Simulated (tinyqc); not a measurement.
Doping from two capacitances.

Inverse problem. An abrupt p-n junction obeys 1/C^2 = 2 (Vbi - V)/(q eps0 eps_r Ne), Ne = Na Nd/(Na + Nd), Vbi = Vt ln(Na Nd/ni^2), V the bias of the p side. Na is known to be the larger doping. Find Ne, Vbi, Na and Nd.

Inputs (values chosen for the exercise): temperature T = 400 K; relative permittivity eps_r = 11.9.

Constants: q = 1.602176634e-19 C, kB = 1.380649e-23 J/K, Vt = kB T/q, eps0 = 8.8541878128e-14 F/cm where lengths are in cm. Results are converted to the units shown.

C at V = -0.1 and -6.5 V (nF/cm^2): 84.474106  29.522838
ni = 3.7243858e12 cm^-3

Answer. The slope of 1/C^2 against -V gives Ne and its intercept Vbi. Then Na Nd = ni^2 exp(Vbi/Vt) and Na + Nd = Na Nd/Ne, so both are roots of one quadratic.

Ne = 7.53e16 cm^-3
Vbi = 0.790 V
Na = 1.60e18 cm^-3
Nd = 7.90e16 cm^-3

tinyqc, about 0.03 s, one thread, Intel Xeon 2.30GHz (shared host): `OMP_NUM_THREADS=1 python tinyqc.py 2000087 2000088 out.jsonl`
